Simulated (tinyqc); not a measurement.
Thin-film transistor with exponential tail and deep states, accumulation layer: course of the iteration: surface potential by Newton steps.

An undoped film in accumulation, thicker than the space-charge layer. With band bending psi the Fermi level lies E0 - psi below the band edge. Free electrons n = n0 exp(psi/Vt) carry the current; electrons in two exponential distributions of traps, a = a0 exp(psi/Va) and d = d0 exp(psi/Vp), do not. Linear regime, ohmic contacts, traps in equilibrium.

Va = kB Tt/q, Vp = kB Td/q. G(psi) = sum over the three kinds of c0 [V (exp(psi/V) - 1) - psi], field F = sqrt(2 q G/(eps0 eps_r)); Vg = psi + eps0 eps_r F/Ci at the surface. f = psi + eps0 eps_r F/Ci - Vg, f' = 1 + q rho/(Ci F) with rho = sum c0 (exp(psi/V) - 1); psi(new) = psi - f/f'.

Stop when psi changes by less than 1e-10 V, or after 30 iterations. psi must stay between 0 and 5 V.

Inputs (values chosen for the exercise); values close to those of amorphous silicon: temperature T = 270 K; relative permittivity of the semiconductor eps_r = 11.8; characteristic temperature of the tail Tt = 360 K; characteristic temperature of the deep states Td = 1170 K; gate capacitance Ci = 20 nF/cm^2; gate voltage above flat band Vg = 7.8 V.

Constants: q = 1.602176634e-19 C, kB = 1.380649e-23 J/K, Vt = kB T/q, eps0 = 8.8541878128e-14 F/cm where lengths are in cm. Results are converted to the units shown.

psi at the start = 0.1 V
n0 = 1.07872e8 cm^-3
a0 = 2.82685e11 cm^-3
d0 = 1.20471e15 cm^-3

Course of the iteration:

| iteration | psi (V) | \|change\| (V) |
|---|---|---|
| 1 | 1.86831 | 1.77 |
| 2 | 1.82178 | 0.0465 |
| 3 | 1.77524 | 0.0465 |
| 4 | 1.72871 | 0.0465 |
| 5 | 1.68218 | 0.0465 |
| 6 | 1.63564 | 0.0465 |
| 7 | 1.58911 | 0.0465 |
| 8 | 1.54257 | 0.0465 |
| 9 | 1.49604 | 0.0465 |
| ... | ... | ... |
| 22 | 0.886984 | 0.0481 |
| 23 | 0.838006 | 0.0490 |
| 24 | 0.787790 | 0.0502 |
| 25 | 0.736003 | 0.0518 |
| 26 | 0.682587 | 0.0534 |
| 27 | 0.628245 | 0.0543 |
| 28 | 0.575231 | 0.0530 |
| 29 | 0.528496 | 0.0467 |
| 30 | 0.496033 | 0.0325 |

Did this iteration meet its convergence test, and what does its course show?

No. Not converged within 30 iterations. The first step overshoots to 1.87 V, far above the root at 0.4813 V, and each later step comes down by only about 2 Vt on the exponential. A rerun with the start psi = 0.53 V converges in 6 iterations.

Range of the model: The th form assumes a Fermi level far below the band edge; at the surface it overcounts the filled tail by a factor of about 1.2.

tinyqc, about 0.02 s, one thread, Intel Xeon 2.30GHz (shared host): `OMP_NUM_THREADS=1 python tinyqc.py 2610015 2610016 out.jsonl`
